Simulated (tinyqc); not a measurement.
Inside a calculation. Model: Zener tunnelling in a reverse-biased junction, two-band WKB.

Numbers from tinyqc (`OMP_NUM_THREADS=1 python tinyqc.py 2620021 2620022 out.jsonl`; about 0.01 s on one thread of a shared Intel Xeon 2.30GHz). Printed values are rounded.

Abrupt p-n junction, depletion approximation. Energies E are counted from the conduction-band edge of the neutral n side; its Fermi level lies at dn, that of the p side at dn - V, and the valence-band edge of the neutral p side at Em = dn + dp - V. Tunnelling needs 0 < E < Em. Two-band dispersion with equal masses m: inside the gap kappa = sqrt(m u (1 - u/Eg)/C), u the distance from a band edge, C = hbar^2/(2 m0).

Values chosen for this exercise; band and dielectric values close to those of gallium arsenide:
- T = 200 K (temperature)
- Eg = 1.4 eV (band gap)
- eps_r = 13.2 (relative permittivity)
- Nc = 2.42e17 cm^-3 (conduction-band density of states at 200 K)
- Nv = 4.84e18 cm^-3 (valence-band density of states at 200 K)
- m = 0.07 m0 (band-edge mass of the two-band model)
- Na = 1.3e19 cm^-3 (acceptor density)
- Nd = 2.3e18 cm^-3 (donor density)
- V = -1.1 V (bias of the p side)
- nE = 11 (points of the energy grid)

Constants: q = 1.602176634e-19 C, kB = 1.380649e-23 J/K, hbar = 1.054571817e-34 J s, h = 6.62607015e-34 J s, m0 = 9.1093837015e-31 kg, Vt = kB T/q, eps0 = 8.8541878128e-14 F/cm where lengths are in cm, hbar^2/(2 m0) = 0.0380998212 eV nm^2. Results are converted to the units shown.

Range of the model: Parabolic densities of states, no band tails and no gap narrowing, all of which matter at such doping.

## Fermi levels and built-in voltage

Nd = Nc F12(dn/Vt), Na = Nv F12(dp/Vt), F12(x) = (2/sqrt(pi)) int_0^infinity sqrt(u)/(1 + exp(u - x)) du; dn = EF - Ec on the n side, dp = Ev - EF on the p side (negative outside the bands); Vbi = Eg + dn + dp.

dn = 0.0907083 eV
dp = 0.0328253 eV
Vbi = 1.52353 V

Boltzmann statistics would give dn = 0.0388 eV and dp = 0.0170 eV. At zero bias the bands of the two sides overlap by dn + dp.

## Width, field and exponent

W = sqrt(2 eps0 eps_r (Vbi - V)(1/Na + 1/Nd)/q), mean field F = (Vbi - V)/W, peak field 2 F. In a uniform field F the exponent is S = pi sqrt(m/C) Eg^1.5/(4 F). Transverse energy Et = C kt^2/m raises it to S (1 + 4 Et/Eg), so T = exp(-S) exp(-Et/Eb) with Eb = Eg/(4 S). KJ = (2 q^2/h) m/(4 pi C) (times 1e14 for A/cm^2 per eV^2).

W = 44.2562 nm
mean field = 0.592805 MV/cm
S = 29.7480
exp(-S) = 1.20398e-13
Eb = 11.7655 meV
tunnelling length Eg/F = 23.6165 nm

## Current density on a coarse grid

J = KJ exp(-S) Eb times the integral from 0 to Em of [f(E - dn) - f(E - dn + V)] [1 - exp(-min(E, Em - E)/Eb)] dE, f(x) = 1/(1 + exp(x/Vt)), with S and Eb from the mean field; J > 0 flows from p to n. KJ = (2 q^2/h) m/(4 pi C) (times 1e14 for A/cm^2 per eV^2). Simpson's rule on nE equally spaced points from 0 to Em.

```
point,E (eV),difference of the f,transverse factor
0,0.00000,-0.00515,0.00000
1,0.12235,-0.86249,0.99997
2,0.24471,-0.99987,1.00000
3,0.36706,-1.00000,1.00000
4,0.48941,-1.00000,1.00000
5,0.61177,-1.00000,1.00000
6,0.73412,-1.00000,1.00000
7,0.85647,-1.00000,1.00000
8,0.97883,-1.00000,1.00000
9,1.10118,-0.99448,0.99997
10,1.22353,-0.12959,0.00000
```

integral = -1.11861 eV
KJ = 1.13282e9 A/(cm^2 eV^2)
J = -1.79501e-6 A/cm^2

A converged quadrature gives -1.756e-6 A/cm^2; this grid is 2.2 % above that in size.
